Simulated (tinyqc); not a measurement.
Width of the well: optical transitions of a finite quantum well.

Each carrier sees a square well of width L with its own depth V and masses m (inside), mb (outside); c = hbar^2/2m0, k = sqrt(m E/c), kappa = sqrt(mb (V - E)/c), and level n solves k L + 2 atan[(k/m)/(kappa/mb)] = n pi. The envelope is cos(kz) for odd n and sin(kz) for even n inside, joins exp(-kappa (|z| - L/2)) outside, and is normalised to 1. Excitons and band mixing are left out.

Constants: hbar^2/2m0 = 3.80998211 eV angstrom^2; hc = 1239.841984 eV nm.

Parameters, chosen for this exercise (near those of an InGaAs well in InP; not measured data): Eg = 0.818 eV (gap of the well); Vc = 0.265 eV (conduction offset); Vv = 0.382 eV (valence offset); me = 0.0417 m0 (electron, well); meb = 0.0825 m0 (electron, barrier); mh = 0.371 m0 (heavy hole along z, well); mhb = 0.544 m0 (heavy hole, barrier); ml = 0.0515 m0 (light hole along z, well); mlb = 0.1171 m0 (light hole, barrier); Ls = (37, 44, 63, 84, 107, 133, 195) angstrom (widths).

Edge wavelength hc/(Eg + e1 + hh1), squared e1-hh1 overlap, lh1 - hh1, and the 1-2 intersubband energy with f_12 = (m1/c) E12 z_12^2, 1/m1 = <1|1/m|1> (dash: e2 unbound).

Results:
```
L (angstrom)  edge (nm)  overlap^2  lh1 - hh1 (meV)  E12 (meV)   f_12
37               1267.6     0.8230             83.7          -      -
44               1303.3     0.8511             72.5          -      -
63               1369.0     0.8980             50.6      189.2  0.644
84               1411.5     0.9263             36.0      149.4  0.966
133              1459.9     0.9585             19.2       81.0  0.969
195              1484.6     0.9757             10.7       44.9  0.963
```

Give the missing row, L (angstrom) = 107.

Computed row:
```
L (angstrom)  edge (nm)  overlap^2  lh1 - hh1 (meV)  E12 (meV)   f_12
107              1439.8     0.9450             26.2      110.3  0.973
```

The edge tunes from 1268 to 1485 nm, towards hc/Eg = 1516 nm, while the overlap goes from 0.823 to 0.976. e2 binds at L = pi sqrt(c/(me Vc)) = 58.3 angstrom; f_12 starts from zero there and is 0.644 at 63 angstrom, the rest going to the continuum; among the widths listed it peaks at 0.973 (107 angstrom) and is 0.963 in the widest well, against 0.961 for hard walls.

Program tinyqc; command `OMP_NUM_THREADS=1 python tinyqc.py 1251824 1251825 out.jsonl`; about 0.06 s on one thread of a shared Intel(R) Xeon(R) Processor @ 2.30GHz.
